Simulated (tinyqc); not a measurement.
Polytypes by hexagonality, and a cubic inclusion as a quantum well, step by step. Values are carried at full precision from step to step, so a last printed digit may differ when a step is redone from the rounded ones.

A layer is h if its two neighbours in the periodic sequence sit on the same site, k otherwise; the hexagonality h is the share of h layers.

Constants: hbar^2/2m0 = 3.80998211 eV angstrom^2.

Inputs chosen for the exercise (of the order of those of InAs; shifted at random, so the results belong to these values and not to a real crystal): E3 = 0.411 eV (gap of the cubic polytype); E2 = 0.458 eV (gap of 2H); Ev2 = 0.043 eV (valence top of 2H above that of 3C); P2 = 0.0016 C/m^2 (spontaneous polarisation of 2H); m = (0.028, 0.027) m0 (electron mass along c in the cubic layer and in the host); d = 3.494 angstrom (thickness of a double layer); eps = 14.8 (dielectric constant); N = 15 (double layers in the cubic inclusion).

## Hexagonality

Stacking sequences:
```
polytype,sequence
21R,ABCACBACABCBACBCABACB
9R,ABCBCACAB
2H,AB
4H,ABCB
10H,ABCABCBACB
```

Give the h/k string and h of each.

Hexagonality:
```
polytype,h/k string,h
21R,hkkhkkkhkkhkkkhkkhkkk,0.2857
9R,hkhhkhhkh,0.6667
2H,hh,1.0000
4H,hkhk,0.5000
10H,hkkkkhkkkk,0.2000
```

## Gaps and band edges

Gap: E3 + (E2 - E3) h. Valence top Ev2 h and polarisation P2 h, both counted from 3C; Ec = Ev + gap.

Evaluate for each polytype.

Results:
```
polytype,gap (eV),Ev (eV),Ec (eV),P (C/m^2)
21R,0.4244,0.0123,0.4367,0.00046
9R,0.4423,0.0287,0.4710,0.00107
2H,0.4580,0.0430,0.5010,0.00160
4H,0.4345,0.0215,0.4560,0.00080
10H,0.4204,0.0086,0.4290,0.00032
```

The widest gap is that of 2H, the narrowest that of 10H. Ev and Ec both rise with h, so 3C collects electrons and the more hexagonal side holes: a staggered line-up.

## The bound level without the field

A cubic inclusion of width L = N d in the host (h = 1) is a well of depth V = Ec(host) - Ec(3C). Square well with mass mismatch: k tan(k L/2) = (m_w/m_b) q, k = sqrt(m_w E/c), q = sqrt(m_b (V - E)/c), c = hbar^2/2m0, lowest root. The depth of the level, V - E, is its binding, and the transition to the valence top of the host is gap(host) - (V - E). The step in polarisation gives a field |F| = |P|/(eps eps0) in a thin inclusion, eps0 = 8.8541878e-12 F/m.

Give V, L, the level E, its depth below the host conduction edge and the transition to the valence top of the host, gap(host) - (V - E).

V = 0.0900 eV
L = 52.410 angstrom
E above the bottom = 0.0644 eV
depth below the host edge = 0.0256 eV
transition = 0.4324 eV

The level keeps 28 % of the well depth. The transition lies above the gap of 3C itself (0.411 eV).

## The polarisation field

Give |F|, the drop |F| L, the bound charge |P|/e per cm^2 (e = 1.602176634e-19 C), and, as a first estimate, the shift -|F| L/2 of the transition for an electron centred in the layer and a hole in the host on the high side.

|F| = 0.122 MV/cm
drop = 64.0 meV
bound charge = 9.99e+11 cm^-2
estimated shift = -32.0 meV

The drop is 71 % of the well depth. The host edge on the low side sinks by 32 meV against the centre, more than the 26 meV by which the flat well binds, so the level may not survive the field and the estimate must be checked.

## Checks

- Square-well root against finite differences on a grid of 0.5 angstrom (eV): both 0.064.

Run: tinyqc, `OMP_NUM_THREADS=1 python tinyqc.py 1881011 1881012 out.jsonl`; Intel(R) Xeon(R) Processor @ 2.30GHz, one thread, shared host; about 0.1 s of CPU time with all checks.
